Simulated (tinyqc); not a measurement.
## Nanowire ballistic transistor, top-of-the-barrier model: effect of the temperature

At the top of the source barrier, states moving towards the drain are filled by the source (Fermi level 0) and states moving back by the drain (Fermi level -q Vd); nothing scatters. U is the shift of the band edge there, set by the capacitances CG, CD and CS (the total) and by the charge. Parabolic one-dimensional subband; the source is grounded.

N0 = gv sqrt(2 m kB T/pi)/hbar, CG = 2 pi eps0 eox/ln(1 + 2 tox/d), CS = CG/aG, n0 = n at U = 0 and Vd = 0. eta1 = -(E0 + U)/Vt, eta2 = eta1 - Vd/Vt, n = (N0/2)[F_(-1/2)(eta1) + F_(-1/2)(eta2)], F_(-1/2)(x) = (1/sqrt(pi)) int_0^infinity u^(-1/2)/(1 + exp(u - x)) du. U = UL + q (n - n0)/CS with UL = -(aG Vg + aD Vd), energies in eV. I = gv (2 q^2/h) Vt [ln(1 + exp eta1) - ln(1 + exp eta2)]. CQ = (q/Vt) dn/d(eta1). E0 is held fixed.

Parameters, values chosen for the exercise; mass and valleys close to those of silicon (two valleys): effective mass m = 0.188 m0; valley degeneracy gv = 2; relative permittivity of the gate insulator eox = 22; insulator thickness tox = 1.7 nm; wire diameter d = 5 nm; gate control CG/CS aG = 0.78; drain control CD/CS aD = 0.012; band edge at the barrier top above the source Fermi level at zero bias E0 = 0.34 eV; gate voltage Vg = 0.4 V; drain voltage Vd = 0.4 V.

Constants: q = 1.602176634e-19 C, kB = 1.380649e-23 J/K, hbar = 1.054571817e-34 J s, h = 6.62607015e-34 J s, m0 = 9.1093837015e-31 kg, Vt = kB T/q, eps0 = 8.8541878128e-14 F/cm where lengths are in cm. Results are converted to the units shown.

Effect of the temperature:
```
T (K),eta1,n (cm^-1),I (uA),mean velocity I/(q n) (cm/s),CQ/CS
50,-5.389,3744,0.003042,5.071e6,0.004588
77,-3.520,2.960e4,0.02999,6.324e6,0.02315
120,-2.304,1.189e5,0.1525,8.003e6,0.05697
180,-1.591,2.787e5,0.4457,9.983e6,0.08363
240,-1.234,4.373e5,0.8190,1.169e7,0.09381
300,-1.017,5.843e5,1.237,1.321e7,0.09674
360,-0.8707,7.194e5,1.681,1.459e7,0.09654
420,-0.7645,8.439e5,2.144,1.586e7,0.09499
```

Read the table: what changes, and by how much?

As T goes from 50 to 420 K, n rises from 3740 to 8.44e5 cm^-1, the mean velocity rises from 5.07e6 to 1.59e7 cm/s and the current rises from 0.00304 to 2.14 uA. CQ/CS goes from 0.0046 to 0.095.

tinyqc, about 0.03 s, one thread, Intel Xeon 2.30GHz (shared host): `OMP_NUM_THREADS=1 python tinyqc.py 2400008 2400009 out.jsonl`
